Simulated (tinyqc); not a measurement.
Inside a calculation. Method: plane-wave Kohn-Sham cycle with exchange-only LDA in a layered model solid. One step of it, computed by the program tinyqc.

Problem. Iteration 1: potential. V_H(G) = 4 pi rho(G)/G^2 for G != 0 (uniform background); v_x = -(3 rho/pi)^(1/3); V = V_ext + V_H + v_x; Fourier components f(G_m) = (1/N) sum_j f(x_j) exp(-i G_m x_j).

A solid whose potential varies along x alone (atomic units):
```
parameter                      value
period a                    8.500000
cross-section of the cell  25.000000
electrons per cell                 2
grid points                       16
plane waves -n..n, n               3
k points                           2
V1 in V1 cos(2 pi x/a)     -0.410000
V2 in V2 cos(4 pi x/a)      0.010000
```

density at the start, on the grid x_j = j a/N (e/bohr^3): 0.00941176  0.00941176  0.00941176  0.00941176  0.00941176  0.00941176  0.00941176  0.00941176  0.00941176  0.00941176  0.00941176  0.00941176  0.00941176  0.00941176  0.00941176  0.00941176

Give: Potentials on the grid; V(G_m), m = 0, 1, 2, ....

Solution.

Potentials on the grid (hartree):
```
x         V_ext     V_H      v_x        V
0.0000  -0.4000  0.0000  -0.2079  -0.6079
0.5312  -0.3717  0.0000  -0.2079  -0.5796
1.0625  -0.2899  0.0000  -0.2079  -0.4978
1.5938  -0.1640  0.0000  -0.2079  -0.3719
2.1250  -0.0100  0.0000  -0.2079  -0.2179
2.6562   0.1498  0.0000  -0.2079  -0.0581
3.1875   0.2899  0.0000  -0.2079   0.0820
3.7188   0.3859  0.0000  -0.2079   0.1779
4.2500   0.4200  0.0000  -0.2079   0.2121
4.7812   0.3859  0.0000  -0.2079   0.1779
5.3125   0.2899  0.0000  -0.2079   0.0820
5.8438   0.1498  0.0000  -0.2079  -0.0581
6.3750  -0.0100  0.0000  -0.2079  -0.2179
6.9062  -0.1640  0.0000  -0.2079  -0.3719
7.4375  -0.2899  0.0000  -0.2079  -0.4978
7.9688  -0.3717  0.0000  -0.2079  -0.5796
```

V(G_m), m = 0, 1, 2, ... (hartree): -0.2079  -0.2050  0.0050  0.0000  0.0000  0.0000  0.0000
